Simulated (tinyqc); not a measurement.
Two regimes over temperature: microkinetic model of low-temperature epitaxy from hydride gases: adsorption, hydrogen desorption and rate control. Computed by tinyqc, a small Python program. Command: `OMP_NUM_THREADS=1 python tinyqc.py 3005184 3005185 out.jsonl hepi walk`. One thread of a shared host (Intel(R) Xeon(R) Processor @ 2.30GHz), about 0.01 s of CPU time with the checks.

Each hydride molecule needs two free sites and leaves four hydrogen atoms, of which two leave at once as H2; theta is the hydrogen coverage, the site density is 6.78 per nm^2 and one layer is 1.358 angstrom thick.

Inputs (values chosen for the exercise, close to those used for silane, with second-order desorption as on Si(111) but the site density of Si(001)): silane pressure p_S = 1.2 Pa; sticking prefactor of silane s0 = 0.072; adsorption barrier E_s = 0.14 eV; desorption prefactor nu_d = 1e+12 1/s; desorption energy on silicon E_d = 2.17 eV; hydrogen carrier pressure p_H = 0 Pa; sticking of hydrogen s_H = 1.4e-07.

Film: silicon. Order of hydrogen desorption: second.

Constants: k_B = 8.617333262e-05 eV/K; u = 1.6605390666e-27 kg; k_B = 1.380649e-23 J/K.

Method:
- Flux per site F = p/(sqrt(2 pi M k_B T) x 6.78e18 per m^2), M = 32.12 u (silane), 2.016 u (hydrogen); s = s0 exp(-E_s/(k_B T)); k_S = s F_S = k; k_H = s_H F_H; k_d = nu_d exp(-E_d/(k_B T)).
- With k the hydride and k_H the hydrogen adsorption rate on free pairs and k_d the desorption rate, steady state: 2 (k + k_H)(1 - theta)^2 = k_d theta^2; growth rate R = k (1 - theta)^2 layers/s; 1 layer/s = 8.148 nm/min.
- Temperatures in kelvin are T(C) + 273.15.
- Limits: desorption-limited R = k_d k/(2 (k + k_H)), adsorption-limited R = k.

Growth:
```
T (C)    theta  G (nm/min)  desorption limit (nm/min)  adsorption limit (nm/min)
400    0.99882  2.3042e-04                 2.3096e-04                     166.52
450    0.99600  3.0435e-03                 3.0680e-03                     189.84
500    0.98842  2.8494e-02                 2.9166e-02                     212.31
550    0.97084  1.9878e-01                 2.1090e-01                     233.77
600    0.93531  1.0636e+00                 1.2159e+00                     254.14
650    0.87288  4.4176e+00                 5.7980e+00                     273.37
700    0.77867  1.4278e+01                 2.3548e+01                     291.45
750    0.65789  3.6096e+01                 8.3397e+01                     308.40
800    0.52638  7.2737e+01                 2.6252e+02                     324.25
850    0.40266  1.2098e+02                 7.4617e+02                     339.05
```

The apparent activation energy of G is 2.17 eV between the first rows and 1.06 eV between the last; full hydrogen cover gives a value near the desorption energy (plus E_s where k_H far exceeds k), a bare surface one near E_s less k_B T/2 from the flux. The coverage passes one half between 800 and 850 C, the knee of the Arrhenius plot.

Extremes, crossings and ranges named in words are read from the listed rows.
